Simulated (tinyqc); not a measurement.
RKS/PBE in the sto-6g basis, for B+, spin multiplicity 1, step by step. One step of it, computed by the program tinyqc.

Problem. Iteration 1: diagonalisation and new density. Diagonalise F' = X^T F X, C = X C', fill 2 alpha and 2 beta electrons from the bottom; D = 2 C_occ C_occ^T. Each column has its largest component positive (the first on a tie).

Kohn-Sham matrix F (hartree):
```
            1B 1s      1B 2s     1B 2px     1B 2py     1B 2pz
1B 1s   -7.032171  -1.993919   0.000000   0.000000   0.000000
1B 2s   -1.993919  -1.168900   0.000000   0.000000   0.000000
1B 2px   0.000000   0.000000  -0.414678  -0.005866   0.000569
1B 2py   0.000000   0.000000  -0.005866  -0.416827  -0.001821
1B 2pz   0.000000   0.000000   0.000569  -0.001821  -0.420889
```

X:
```
                1         2         3         4         5
1B 1s    0.824725  0.000000  0.000000  0.000000  0.628722
1B 2s   -0.824725  0.000000  0.000000  0.000000  0.628722
1B 2px   0.000000  1.000000  0.000000  0.000000  0.000000
1B 2py   0.000000  0.000000  1.000000  0.000000  0.000000
1B 2pz   0.000000  0.000000  0.000000  1.000000  0.000000
```

Give: F' = X^T F X; orbital energies; coefficients C; D after iteration 1.

Solution.

F' = X^T F X (hartree):
```
        1       2       3       4       5
1  -2.866   0.000   0.000   0.000  -3.040
2   0.000  -0.415  -0.006   0.001   0.000
3   0.000  -0.006  -0.417  -0.002   0.000
4   0.000   0.001  -0.002  -0.421   0.000
5  -3.040   0.000   0.000   0.000  -4.818
```

orbital energies (hartree): MO1 -7.035, MO2 -0.649, MO3 -0.422, MO4 -0.420, MO5 -0.410

coefficients C:
```
          MO1     MO2    MO3     MO4     MO5
1B 1s   0.994  -0.296  0.000   0.000   0.000
1B 2s   0.022   1.037  0.000   0.000   0.000
1B 2px  0.000   0.000  0.455  -0.476   0.753
1B 2py  0.000   0.000  0.663  -0.383  -0.643
1B 2pz  0.000   0.000  0.595   0.792   0.141
```

D after iteration 1:
```
         1B 1s   1B 2s  1B 2px  1B 2py  1B 2pz
1B 1s    2.151  -0.570   0.000   0.000   0.000
1B 2s   -0.570   2.151   0.000   0.000   0.000
1B 2px   0.000   0.000   0.000   0.000   0.000
1B 2py   0.000   0.000   0.000   0.000   0.000
1B 2pz   0.000   0.000   0.000   0.000   0.000
```
